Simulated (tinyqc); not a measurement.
What each parameter does: spherical quantum dot.

A sphere of radius R, isotropic masses, c = hbar^2/2m0, k = sqrt(mw E/c), kappa = sqrt(mb (V0 - E)/c). State n l is the spherical Bessel function j_l(k r) inside and k_l(kappa r) outside; psi and psi'/m are continuous: (k/mw) j_l'(kR)/j_l(kR) = (kappa/mb) k_l'(kappa R)/k_l(kappa R). For l = 0 this reads kR cot(kR) = 1 - (mw/mb)(1 + kappa R).

Constants: hbar^2/2m0 = 3.80998211 eV angstrom^2.

Inputs chosen for the exercise (near those of a non-polar GaN dot in AlN; shifted at random, so the results belong to these values and not to a real crystal):

| symbol | value | unit | meaning |
|---|---|---|---|
| R | 26 | angstrom | radius |
| V0 | 1.878 | eV | barrier height |
| mw | 0.198 | m0 | mass inside |
| mb | 0.334 | m0 | mass outside |

The lowest level 1s and its distance to V0.

Results for these values:

| case | E (eV) | V0 - E (eV) | k R |
|---|---|---|---|
| base | 0.2055 | 1.6725 | 2.6868 |

What happens to each result for R = 29 angstrom, all else kept?

Answer: E falls from 0.2055 to 0.1705; V0 - E rises from 1.6725 to 1.7075; k R rises from 2.6868 to 2.7295.

The same for each parameter in turn:

| case | E (eV) | V0 - E (eV) | k R |
|---|---|---|---|
| base | 0.2055 | 1.6725 | 2.6868 |
| R = 29 angstrom | 0.1705 | 1.7075 | 2.7295 |
| V0 = 2.254 eV | 0.2110 | 2.0430 | 2.7227 |
| mw = 0.2178 m0 | 0.1922 | 1.6858 | 2.7256 |
| mb = 0.2672 m0 | 0.2127 | 1.6653 | 2.7337 |

Program tinyqc; command `OMP_NUM_THREADS=1 python tinyqc.py 1280836 1280837 out.jsonl`; about 0.02 s on one thread of a shared Intel(R) Xeon(R) Processor @ 2.30GHz.
